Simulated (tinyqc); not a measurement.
From results back to parameters: donors with valley-orbit split 1s states. Three cases, with inputs chosen for the exercise.

Problem. The electron density is given and ND is hidden.

Each donor binds at most one electron, in any of its states. For a site s, W_s = sum over its states of g exp(E/kT), and the ionised share is 1/(1 + W_s exp(eta)), eta = (EF - Ec)/kT; n = Nc F_1/2(eta); neutrality n + NA = ND x (mean ionised share); holes are neglected. Nc from N = 2 (m kB T/(4 pi c))^(3/2) with c = hbar^2/2m0, in 1/angstrom^3; times 1e24 for 1/cm^3, m = md. F_j(eta) = (1/Gamma(j + 1)) integral_0^infinity x^j dx/(1 + exp(x - eta)), which tends to exp(eta) for eta << 0.

Constants: hbar^2/2m0 = 3.80998211 eV angstrom^2; kB = 8.617333262e-05 eV/K.

Case 1.

Values chosen (near those of Sb in Si; not measured data): md = 1.083 m0 (density-of-states mass of the conduction band); E = (42.5, 32.4, 29.6) meV (binding energies of 1s(A1), 1s(T2), 1s(E)); g = (2, 6, 4) (their degeneracies with spin); T = 225 K; NA = 0 1/cm^3 (compensating acceptors, all ionised).

n = 2.9718e+16 1/cm^3

Case 2.

Values chosen (near those of P in Si; not measured data): md = 1.072 m0 (density-of-states mass of the conduction band); E = (45.7, 34, 33) meV (binding energies of 1s(A1), 1s(T2), 1s(E)); g = (2, 6, 4) (their degeneracies with spin); T = 200 K; NA = 0 1/cm^3 (compensating acceptors, all ionised).

n = 4.4700e+15 1/cm^3

Case 3.

Values chosen (near those of Sb in Si; not measured data): md = 1.043 m0 (density-of-states mass of the conduction band); E = (43.7, 33.5, 30.9) meV (binding energies of 1s(A1), 1s(T2), 1s(E)); g = (2, 6, 4) (their degeneracies with spin); T = 300 K; NA = 5.2e+16 1/cm^3 (compensating acceptors, all ionised).

n = 7.9864e+16 1/cm^3

Find: eta; mean ionised share; ND.

Solution. n/Nc gives eta, eta and W_s give the ionised share, and ND = (n + NA)/share.

Case 1.

eta = -6.426
mean ionised share = 0.901
ND = 3.3e+16 1/cm^3

Case 2.

eta = -8.129
mean ionised share = 0.972
ND = 4.6e+15 1/cm^3

Case 3.

eta = -5.812
mean ionised share = 0.879
ND = 1.5e+17 1/cm^3

Computed by tinyqc, one run a case: `OMP_NUM_THREADS=1 python tinyqc.py N N+1 out.jsonl` with N = 1650671, 1650752, 1650817; one thread of a shared Intel(R) Xeon(R) Processor @ 2.30GHz, about 0.02 s a run at most.
